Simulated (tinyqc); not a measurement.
Superjunction drift layer against a plain one, charge balance: two steps of the calculation.

Alternating n and p pillars of equal width wp, doping N and length Lp. When depleted, the lateral field peaks at Ex = q N wp/(2 eps0 eps_r) at the pillar junctions and a uniform vertical field Ey is added; breakdown is taken where Ex^2 + Ey^2 = Ef^2. Only the n pillars conduct, narrowed by the zero-bias depletion. A first-order model: the field peaks at the pillar ends are left out.

Values chosen for this exercise; values close to those of gallium nitride: relative permittivity of the semiconductor eps_r = 9.49; critical field at a doping of 1e16 cm^-3 E16 = 2.95 MV/cm; mobility at low doping mx = 1070 cm^2/(V s); mobility at high doping mi = 60.2 cm^2/(V s); reference doping of the mobility Nr = 2e17 cm^-3; wanted breakdown voltage BV = 2700 V; width of each pillar wp = 1.5 um; critical field inside the pillars Ef = 2.7 MV/cm; lateral peak field as a share of Ef a = 0.53; built-in voltage of the pillar junctions Vb = 2.8 V.

Constants: q = 1.602176634e-19 C, eps0 = 8.8541878128e-14 F/cm where lengths are in cm. Results are converted to the units shown.

Problem 1. Thickness and resistance of the plain layer. Ec(N) = E16 (N/1e16 cm^-3)^(1/8), mu(N) = mi + (mx - mi)/(1 + (N/Nr)^0.9). W = 2 BV/Ec, Rsp = W/(q mu N).

N of the plain layer = 7.9910975e15 cm^-3

Give: mu; W; Rsp.

Solution 1.

mu = 1017 cm^2/(V s)
W = 18.83 um
Rsp = 1.445 mohm cm^2

Problem 2. Design of the pillars. Ex = a Ef gives N = 2 eps0 eps_r a Ef/(q wp); Ey = Ef sqrt(1 - a^2); Lp = BV/Ey; xd = sqrt(eps0 eps_r Vb/(q N)) on each side; Rsp = 2 Lp/(q mu(N) N (1 - 2 xd/wp)). mu(N) = mi + (mx - mi)/(1 + (N/Nr)^0.9).

Wanted: N; Ey; Lp; xd; Rsp.

Solution 2.

N = 1.001e17 cm^-3
Ey = 2.290 MV/cm
Lp = 11.79 um
xd = 0.1211 um
Rsp = 0.2445 mohm cm^2

The pillars have an aspect ratio of 7.86. Their doping is 12.5 times, and their Rsp 0.169 times, that of the plain layer.

tinyqc, about 0.01 s, one thread, Intel Xeon 2.30GHz (shared host): `OMP_NUM_THREADS=1 python tinyqc.py 2590069 2590070 out.jsonl`
